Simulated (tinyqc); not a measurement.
Singlet against triplet in a field: parabolic quantum dot in a magnetic field (Fock-Darwin).

Two dimensions, V = m w0^2 r^2/2, one valley. hbar wc = 2 muB B/m, W = sqrt(w0^2 + wc^2/4), E(n, l, s) = (2n + |l| + 1) hbar W - l hbar wc/2 + s gs muB B, n = 0, 1, ..., l = 0, +/-1, ..., s = +/-1/2; length lam = sqrt(2c/(m hbar W)), c = hbar^2/2m0.

Two electrons, first order in the Coulomb energy: the singlet (0,0)^2 has 2W + J0 and the lowest triplet (0,0)(0,1) has 3W - wc/2 + J0/2 - Ez, with J0 = sqrt(pi/2) q/(eps lam), q = e^2/(4 pi eps0), Ez = |gs| muB B.

Exact treatment: the centre of mass separates with energy W, and the relative motion obeys [-(2c/m) Laplacian + (2c/m) r^2/(2 lam^2)^2 + q/(eps r)] psi = e_l psi for angular number l, solved in 14 Gaussians r^l exp(-a r^2), a = 1.7^i/(4 lam^2), i = -3 to 10. E(S) = W + e_0, E(T) = W + e_1 - wc/2 - Ez.

Constants: muB = 5.788381798e-05 eV/T; hbar^2/2m0 = 3.80998211 eV angstrom^2; e^2/(4 pi eps0) = 14.39964547 eV angstrom.

Inputs chosen for the exercise (near those of a gate-defined dot in GaAs; the results hold for these values, not for the real material):
```
symbol  value                            unit  meaning
m       0.0681                           m0    mass
gs      -0.47                                  g factor
w0      6.6                              meV   confinement energy hbar w0
eps     13.2                                   dielectric constant
Bs      (0, 0.97, 1.9, 3.1, 4.7, 7, 10)  T     fields
```

For each field, first order and exact.

Energies (meV):
```
B (T)      J0  W - wc/2     Ez  E(T) - E(S), first order  exact
0      10.500     6.600  0.000                     1.350   3.54
0.97   10.541     5.827  0.026                     0.530   2.72
1.9    10.654     5.180  0.052                    -0.199   2.00
3.1    10.896     4.472  0.084                    -1.061   1.16
4.7    11.353     3.720  0.128                    -2.084   0.17
10     13.408     2.262  0.272                    -4.715  -2.34
```

Give the missing row, B (T) = 7.0.

Computed row:
```
B (T)      J0  W - wc/2     Ez  E(T) - E(S), first order  exact
7.0    12.184     2.936  0.190                    -3.346  -1.04
```

Exactly, the triplet drops below the singlet between 4.7 and 7 T. First order puts the crossing between 0.97 and 1.9 T; with J0/W = 1.59 at zero field it misses the splitting there by 2.19 meV. From the first row to the last the orbital cost falls by 4.34 meV, the Coulomb gain J0/2 (half direct, half exchange) grows by 1.45 meV and the Zeeman gain by 0.27 meV. States of higher angular number, which take over at higher fields, in soft dots already within such a table, are left out.

Run: tinyqc, `OMP_NUM_THREADS=1 python tinyqc.py 1252441 1252442 out.jsonl`; Intel(R) Xeon(R) Processor @ 2.30GHz, one thread, shared host; about 0.08 s of CPU time with all checks.
